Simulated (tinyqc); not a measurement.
Fermi-level pinning from two metals.

Inverse problem. Cowley-Sze model with the space charge neglected: phiB = S (phiM - chi) + (1 - S)(Eg - phi0), S = 1/(1 + q Dit dl/(eps0 ei)), dl in cm. Find S, phi0 and Dit.

Parameters, values chosen for the exercise; band and dielectric values close to those of silicon: band gap Eg = 1.12 eV; electron affinity chi = 4.06 eV; thickness of the interfacial layer dl = 0.3 nm; relative permittivity of the interfacial layer ei = 3.9.

Constants: q = 1.602176634e-19 C, eps0 = 8.8541878128e-14 F/cm where lengths are in cm. Results are converted to the units shown.

barriers for metals with phiM = 4.49 and 5.36 eV (eV): [0.53477401, 1.1366758]

Solution. S is the slope of phiB against phiM; either barrier then gives phi0, and S gives Dit.

S = 0.692
phi0 = 0.350 eV
Dit = 3.20e13 cm^-2 eV^-1

Program tinyqc, `OMP_NUM_THREADS=1 python tinyqc.py 2020060 2020061 out.jsonl`; Intel Xeon 2.30GHz, shared host, one thread, about 0.05 s.
